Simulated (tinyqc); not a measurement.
Planar ballistic transistor, top-of-the-barrier model: course of the iteration: self-consistent potential at the barrier top.

At the top of the source barrier, states moving towards the drain are filled by the source (Fermi level 0) and states moving back by the drain (Fermi level -q Vd); nothing scatters. U is the shift of the band edge there, set by the capacitances CG, CD and CS (the total) and by the charge. Parabolic two-dimensional band; the source is grounded.

eta1 = -(E0 + U)/Vt, eta2 = eta1 - Vd/Vt, n = (N0/2)[F_0(eta1) + F_0(eta2)], F_0(x) = ln(1 + exp x). U(out) = UL + q (n - n0)/CS. U(new) = U(out).

Stop when U changes by less than 1e-9 eV, or after 25 iterations.

Parameters, values chosen for the exercise; mass and valleys close to those of silicon (two valleys):
- T = 77 K (temperature)
- E0 = 0.16 eV (band edge at the barrier top above the source Fermi level at zero bias)
- Vd = 0.1 V (drain voltage)

Constants: q = 1.602176634e-19 C, kB = 1.380649e-23 J/K, Vt = kB T/q. Results are converted to the units shown.

U at the start (U = UL) = -0.6166 eV
N0 = 1.07546e12 cm^-2
CS = 6.25135 uF/cm^2
n0 = 36.2515 cm^-2
UL = -0.6166 eV

Course of the iteration:

| iteration | U (eV) | \|change\| (eV) |
|---|---|---|
| 1 | 1.07241 | 1.69 |
| 2 | -0.6166 | 1.69 |
| 3 | 1.07241 | 1.69 |
| 4 | -0.6166 | 1.69 |
| 5 | 1.07241 | 1.69 |
| 6 | -0.6166 | 1.69 |
| 7 | 1.07241 | 1.69 |
| 8 | -0.6166 | 1.69 |
| 9 | 1.07241 | 1.69 |
| ... | ... | ... |
| 17 | 1.07241 | 1.69 |
| 18 | -0.6166 | 1.69 |
| 19 | 1.07241 | 1.69 |
| 20 | -0.6166 | 1.69 |
| 21 | 1.07241 | 1.69 |
| 22 | -0.6166 | 1.69 |
| 23 | 1.07241 | 1.69 |
| 24 | -0.6166 | 1.69 |
| 25 | 1.07241 | 1.69 |

Did this iteration meet its convergence test, and what does its course show?

No. Not converged within 25 iterations. The value swings between -0.6166 and 1.072 for good. At the solution, U = -0.2889 eV, the quantum capacitance is 4.13 times CS, and dU(out)/dU = -CQ/CS: its size exceeds one, so plain substitution overshoots further each time near the root. A rerun with Newton steps converges in 3 iterations.

Program tinyqc, `OMP_NUM_THREADS=1 python tinyqc.py 2400105 2400106 out.jsonl`; Intel Xeon 2.30GHz, shared host, one thread, about 0.01 s.
